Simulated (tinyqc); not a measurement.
Inside a calculation. Model: chemical-mechanical planarisation: Preston law, pattern density and step-height reduction. Computed by tinyqc, a small Python program that keeps every step. Command: `OMP_NUM_THREADS=1 python tinyqc.py 3026721 3026722 out.jsonl cmp walk`. One thread of a shared host (Intel(R) Xeon(R) Processor @ 2.30GHz), about 0.01 s of CPU time with the checks. Intermediate numbers are printed to about 6 digits and carried at full precision; extremes and crossings named in words are read from the listed rows.

A row of 10 cells, repeated periodically, holds raised features that cover a share rho of each cell.

Inputs (values chosen for the exercise, close to those used for copper polishing):
```
quantity                          value  unit
Preston coefficient K           1.6e-13  1/Pa
pressure P                           37   kPa
platen and carrier speed             40   rpm
distance between the centres         17    cm
initial step height h0              490    nm
contact height h_c                   62    nm
film above the raised areas z0      960    nm
cell size                             2    mm
planarisation length                5.6    mm
polish time t                       110     s
```

local pattern densities, cell by cell: 0.1  0.6  0.8  0.2  0.8  0.25  0.8  0.1  0.2  0.7

## Blanket rate

With equal rotation speeds the relative speed is uniform, v = omega r_c; Preston rate R0 = K P v.

relative speed v = 0.712094 m/s

blanket rate R0 = 4.21560 nm/s

## Effective density

The stiff pad averages the density: rho_eff(i) = sum_j w_ij rho_j / sum_j w_ij, w = exp(-2 d^2/L^2), L the planarisation length and d the distance between cell centres, summed over all periodic images of cell j.

normalised weights (images included) for cells 0, 1, 2, ... apart: 0.284959  0.220797  0.102713  0.028688  0.004839  0.000968

effective densities: 0.434836  0.493290  0.529235  0.527456  0.513877  0.490404  0.438714  0.377335  0.358392  0.386462

Local densities span 0.1 to 0.8, effective ones 0.358 to 0.529.

## State at time t

While h > h_c only raised areas polish, at R0/rho_eff, until t_c = rho_eff (h0 - h_c)/R0. After that h = h_c exp(-(t - t_c)/tau), tau = rho_eff h_c/R0; low areas polish at R0 (1 - h/h_c) and raised areas at R0 [1 + (1 - rho_eff) h/(rho_eff h_c)]. Removed from raised areas after t_c: h0 - h_c + R0 (t - t_c) + (1 - rho_eff)(h_c - h); from low areas: R0 (t - t_c) - rho_eff (h_c - h). Film left = z0 less the removal from raised areas.

Cells:
```
cell   rho_eff  t_c (s)  step h (nm)  removed, raised (nm)  removed, low (nm)  film left on raised areas (nm)
1     0.434836  44.1479    0.0020914               740.645            250.647                         219.355
2     0.493290  50.0826    0.0160557               711.996            222.012                         248.004
3     0.529235  53.7320    0.0449639               694.369            204.414                         265.631
4     0.527456  53.5514    0.0428711               695.242            205.285                         264.758
5     0.513877  52.1727    0.0294734               701.902            211.931                         258.098
6     0.490404  49.7896    0.0146851               713.410            223.425                         246.590
7     0.438714  44.5416    0.0024349               738.745            248.747                         221.255
8     0.377335  38.3099    0.0001521               768.822            278.822                         191.178
9     0.358392  36.3867    0.0000533               778.104            288.104                         181.896
10    0.386462  39.2366    0.0002429               764.349            274.350                         195.651
```

range of film left across the row = 83.7345 nm

largest remaining step = 0.0449639 nm

thinnest film left = 181.896 nm

10 of 10 cells have reached contact. The cell with the lowest rho_eff has lost the most film from its raised areas.

## Local against global planarity over time

Times are multiples of h0/R0; the range is the largest minus the smallest removal from raised areas.

Steps and range (nm):
```
multiple    t (s)  largest step  smallest step  range across the row  mean removal from raised areas
0.10       11.623       397.414        353.278                44.135                          109.78
0.20       23.247       304.827        216.556                88.271                          219.57
0.30       34.870       212.241         79.834               132.406                          329.35
0.45       52.306        73.361          3.025               116.308                          470.28
0.60       69.741         7.928          0.111                87.374                          559.44
0.80       92.988         0.400          0.001                83.901                          658.98
1.00      116.235         0.020          0.000                83.723                          757.05
1.30      151.105         0.000          0.000                83.713                          904.05
1.70      197.599         0.000          0.000                83.713                         1100.05
```

Local steps shrink to 0.01 nm or less, but the range across the row reaches up to 132.4 nm among these rows and ends at 83.7 nm, against the limit (largest - smallest rho_eff) h0 = 83.7 nm: once flat, all cells polish alike and the difference stays. Evener density (dummy fill), a longer planarisation length or a smaller initial step reduces it. Caution: in the last rows the removal passes z0 somewhere, so they describe a thicker film than the one given.

Checks made by the program: volume removed per cell equals R0 t (relative difference below 1e-10).
